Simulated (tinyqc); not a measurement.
# Lossy on-chip transmission line with skin effect: effect of the length

A uniform line in a homogeneous dielectric: c = sqrt(er)/(c0 Z0), l = Z0 sqrt(er)/c0 (c0 = 299792458 m/s), g = w c td, w = 2 pi f. The resistance joins its limits as r = sqrt(r_dc^2 + r_hf^2), with r_dc = rho/(wd th), r_hf = kr rho/(2 delta (wd + th)), delta = sqrt(rho/(pi f mu0)), mu0 = 4 pi 1e-7 H/m; this is an interpolation, and internal inductance, up to 0.05 nH/mm at low frequency, is neglected.

gamma = sqrt((r + i w l)(g + i w c)) = alpha + i beta, Zc = sqrt((r + i w l)/(g + i w c)), roots with positive real part; loss 8.685889638 alpha in dB; phase velocity w/beta. ZL = 1/(1/RL + i w CL); reflection (ZL - Zc)/(ZL + Zc); Zin = Zc (ZL + Zc tanh(gamma len))/(Zc + ZL tanh(gamma len)); H = V_load/V_source = [Zin/(Zin + Rg)]/[cosh(gamma len) + (Zc/ZL) sinh(gamma len)].

Inputs (values chosen for the exercise):

| symbol | value | unit | meaning |
|---|---|---|---|
| wd | 1.6 | um | width of the strip |
| th | 1.4 | um | thickness of the strip |
| rho | 2.2 | uohm cm | resistivity |
| er | 4.2 |  | relative permittivity |
| td | 0.005 |  | loss tangent |
| Z0 | 35 | ohm | lossless impedance sqrt(l/c) |
| kr | 1.2 |  | factor for crowding and the return path |
| Rg | 50 | ohm | source resistance |
| RL | 50 | ohm | load resistance |
| CL | 20 | fF | load capacitance |
| f | 7.4 | GHz | frequency |

The same in every row: r (ohm/mm) = 11.05; r/(w l) = 0.9936; loss (dB/mm) = 1.257; |Zc| (ohm) = 41.56; phase velocity over c0 = 0.4450.

Result of one run:
```
length in wavelengths  |H| (dB)
0.004216                 -6.099
```

Which length len gave this result: 0.076, 0.13, 0.41 or 2.2 mm?

len = 0.076 mm.

The whole series:
```
len (mm)  length in wavelengths  |H| (dB)
0.076                  0.004216    -6.099
0.13                   0.007211    -6.152
0.23                    0.01276    -6.252
0.41                    0.02274    -6.434
0.71                    0.03938    -6.741
1.2                     0.06656    -7.263
2.2                      0.1220    -8.418
3.8                      0.2108    -10.48
```

As len goes from 0.076 to 3.8, the loss stays at 1.26 dB/mm, |Zc| stays at 41.6 ohm and |H| goes from -6.10 to -10.5 dB, with its highest value among the rows, -6.10 dB, at len = 0.076.

Numbers from tinyqc (`OMP_NUM_THREADS=1 python tinyqc.py 2810145 2810146 out.jsonl`; about 0.01 s on one thread of a shared Intel Xeon 2.30GHz).
